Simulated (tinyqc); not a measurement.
# MOS capacitor on a p-type substrate, surface potential from the exact charge relation, step by step

Numbers from tinyqc (`OMP_NUM_THREADS=1 python tinyqc.py 2060163 2060164 out.jsonl`; about 0.01 s on one thread of a shared Intel Xeon 2.30GHz). Printed values are rounded.

Uniform p-type substrate, Boltzmann statistics, full ionisation, classical densities. psi is the surface potential against the body (positive when the bands bend down) and u = psi/Vt. Traps are spread evenly over the gap and neutral at flat band, so their charge is -q Dit psi; the minority quasi-Fermi level is shifted by Vb.

Inputs (values chosen for the exercise); band and dielectric values those of a made-up semiconductor: temperature T = 250 K; band gap Eg = 0.689 eV; relative permittivity eps_r = 18; conduction-band density of states at T Nc = 1.22e17 cm^-3; valence-band density of states at T Nv = 5.19e18 cm^-3; electron affinity chi = 5.7 eV; acceptor density of the substrate N = 1.2e17 cm^-3; relative permittivity of the gate insulator (close to silicon dioxide) eox = 3.9; insulator thickness tox = 21 nm; gate work function phiM = 6.31 eV; fixed charge at the interface, in units of q Nf = 0 cm^-2; density of interface traps Dit = 0 cm^-2 eV^-1; reverse bias of the inversion layer against the body Vb = 0 V; gate voltage against the body Vg = -1.37 V.

Constants: q = 1.602176634e-19 C, kB = 1.380649e-23 J/K, Vt = kB T/q, eps0 = 8.8541878128e-14 F/cm where lengths are in cm. Results are converted to the units shown.

Range of the model: At this gate voltage the surface density exceeds 0.3 of the band density of states, so degeneracy and confinement would lower the charge and capacitance.

## Flat band, threshold and scales

ni = sqrt(Nc Nv) exp(-Eg/(2 Vt)), Eg in volts; phiF = Vt ln(N/ni); Cox = eps0 eox/tox; Vfb = phiM - chi - (Eg - Vt ln(Nv/N)) - q Nf/Cox; Q0 = sqrt(2 eps0 eps_r q N Vt); r = (ni/N)^2 exp(-Vb/Vt); VT = Vfb + [(2 phiF + Vb)(1 + q Dit/Cox) + sqrt(2 eps0 eps_r q N (2 phiF + Vb))/Cox].

ni = 9.035439e10 cm^-3
phiF = 0.3037451 V
Cox = 0.1644349 uF/cm^2
Vfb = 0.002153676 V
Q0 = 36.33523 nC/cm^2
r = 5.669386e-13
VT = 1.783046 V

## Starting value

psi = +Vt (just off flat band).

psi at the start = 0.02154333 V

## Iteration 1: Newton step for the surface potential

u = psi/Vt; F^2 = exp(-u) + u - 1 + r (exp(u) - u - 1); Qs = -sign(u) Q0 F; Cs = -dQs/dpsi = (Q0/Vt) |1 - exp(-u) + r (exp(u) - 1)|/(2 F). f = Vfb + psi + (q Dit psi - Qs)/Cox - Vg, f' = 1 + (Cs + q Dit)/Cox, psi(new) = psi - f/f'.

u = 1
F = 0.6065307
Qs = -22.03843 nC/cm^2
Cs = 0.8788852 uF/cm^2
f = 1.527722 V
f' = 6.344882
psi after iteration 1 = -0.2192369 V

## Iteration 2: Newton step for the surface potential

As before.

u = -10.17656
F = 162.0759
Qs = 5889.066 nC/cm^2
Cs = 136.7325 uF/cm^2
f = -34.66105 V
f' = 832.5296
psi after iteration 2 = -0.1776035 V

This iterate lies far beyond the solution, so its charge is not a physical one.

## Course of the Newton iteration

Stop when the step is below 1e-10 V, or after 60 iterations.

Course of the iteration:

| iteration | psi before the step (V) | f (V) | step (V) |
|---|---|---|---|
| 1 | 0.02154333 | 1.53 | -0.241 |
| 2 | -0.2192369 | -34.7 | 0.0416 |
| 3 | -0.1776035 | -12.4 | 0.0391 |
| 4 | -0.1385062 | -4.23 | 0.0328 |
| 5 | -0.1057434 | -1.25 | 0.0203 |
| 6 | -0.08547059 | -0.242 | 6.15e-3 |
| 7 | -0.07932490 | -0.0153 | 4.44e-4 |
| 8 | -0.07888078 | -7.24e-5 | 2.12e-6 |
| 9 | -0.07887867 | -1.63e-9 | 4.77e-11 |

Converged in 9 iterations.

## Charges, field and capacitances at the solution

converged psi = -0.07887867 V

u = psi/Vt; F^2 = exp(-u) + u - 1 + r (exp(u) - u - 1); Qs = -sign(u) Q0 F; Cs = -dQs/dpsi = (Q0/Vt) |1 - exp(-u) + r (exp(u) - 1)|/(2 F). Low frequency: 1/C_LF = 1/Cox + 1/(Cs + q Dit). High frequency, in the simple estimate in which traps and minority carriers do not follow: 1/C_HF = 1/Cox + 1/Cd, Cd being Cs with r = 0 at the same psi. Minority sheet density N_inv = (Q0/(2 q)) int_0^u r (exp(t) - 1)/F(t) dt for u > 0. Oxide field |Qs - q Dit psi + q Nf|/(eps0 eox).

Qs = 212.6596 nC/cm^2
N_inv = 0 cm^-2
oxide field = 0.6158452 MV/cm
Cs = 5.463187 uF/cm^2
C_LF/Cox = 0.9707807
C_HF/Cox = 0.9707807

The surface is in accumulation (borders at |psi| = 0, phiF + Vb and 2 phiF + Vb = 0.607 V).
